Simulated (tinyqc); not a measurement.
Thermal stress, cracking, delamination and buckling of a thin film; Griffith cracks and misfitting inclusions: one step, computed by the program tinyqc. Command: `OMP_NUM_THREADS=1 python tinyqc.py 3018476 3018477 out.jsonl filmcrack walk`. One thread of a shared host (Intel(R) Xeon(R) Processor @ 2.30GHz), about 0.01 s of CPU time with the checks.

Isotropic linear elasticity; the substrate is much thicker than the film; stress is positive in tension.

Task: Stress in the film. Thermal strain = (alpha_f - alpha_s)(T_d - T); stress = E/(1 - nu) x strain + intrinsic stress; plane-strain modulus Ebar = E/(1 - nu^2); G0 = stress^2 h/(2 Ebar) is the energy freed per area when a long strip loses its stress across its width.

Inputs (values chosen for the exercise, modelled on an aluminium film on silicon):
```
quantity                     value        unit
film Young's modulus E        73.2         GPa
film Poisson ratio nu         0.36           -
film expansion alpha_f        23.9      1e-6/K
substrate expansion alpha_s    3.1      1e-6/K
deposition temperature T_d     500           K
final temperature T            300           K
intrinsic stress              -150         MPa
film thickness h              0.29  micrometre
```

Give: thermal strain; film stress; Ebar; G0.

Result:

thermal strain = 0.00416

film stress = 325.8 MPa

Ebar = 84.10 GPa

G0 = 0.1830 J/m^2

The film ends in tension; the thermal part is 476 MPa. Caution: at a stress above 0.4 % of E a ductile film would yield, and the elastic value is then an upper bound; a brittle film in tension cracks instead.
